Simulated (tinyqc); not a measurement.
Inside a calculation. Model: absorption edge of a degenerate semiconductor, band filling against gap narrowing.

Computed by the program tinyqc: `OMP_NUM_THREADS=1 python tinyqc.py 2330059 2330060 out.jsonl`, one thread of a shared Intel Xeon 2.30GHz, about 0.01 s for the whole run. Printed values are rounded.

n-type, parabolic bands, full ionisation. eta = (EF - Ec)/kB T solves N = Nc F12(eta), F12(x) = (2/sqrt(pi)) int_0^infinity sqrt(u)/(1 + exp(u - x)) du. The gap shrinks rigidly by dEg = a3 y^(1/3) + a4 y^(1/4) + a2 y^(1/2), y = N/1e18 cm^-3, an empirical law that is here taken as the true narrowing.

Parameters, values chosen for the exercise; band and dielectric values close to those of gallium nitride: temperature T = 300 K; band gap Eg = 3.42 eV; conduction-band density of states at 300 K, from me Nc = 2.28e18 cm^-3; electron mass me = 0.202 m0; hole mass mh = 1.01 m0; ionised donor density N = 1e19 cm^-3; coefficient of (N/1e18)^(1/3) a3 = 10.6 meV; coefficient of (N/1e18)^(1/4) a4 = 10.5 meV; coefficient of (N/1e18)^(1/2) a2 = 3.4 meV.

Constants: q = 1.602176634e-19 C, kB = 1.380649e-23 J/K, h = 6.62607015e-34 J s, c = 299792458 m/s, Vt = kB T/q. Results are converted to the units shown.

Range of the model: Band tails, non-parabolic bands and incomplete ionisation are left out.

## Iteration 1: Fermi level

eta at the start (Boltzmann value) = 1.4784

Newton step on ln F12(eta) = ln(N/Nc): eta(new) = eta - ln(Nc F12/N) F12/Fm, Fm(x) = dF12/dx = (1/sqrt(pi)) int_0^infinity u^(-1/2)/(1 + exp(u - x)) du.

F12 = 2.117978
Fm = 1.239815
eta after iteration 1 = 2.721955

## Course of the iteration

Stop when eta changes by less than 1e-9.

Course of the iteration:
```
iteration       eta    change
1          2.721955      1.24
2          2.939442     0.217
3          2.944895   5.45e-3
4          2.944898   3.28e-6
5          2.944898  1.18e-12
```

Converged in 5 iterations.

## The optical edge

converged eta = 2.944898

Vertical transitions need an empty final state: the edge is taken where the state lies 4 kB T below EF, E_opt = Eg - dEg + (1 + me/mh) max(eta - 4, 0) kB T; wavelength h c/(q E_opt).

dEg = 52.26069 meV
EF - Ec = 76.13151 meV
filling shift = 0 meV
E_opt = 3.367739 eV
wavelength = 368.1526 nm

The edge lies 52.3 meV below the undoped gap: narrowing outweighs filling.
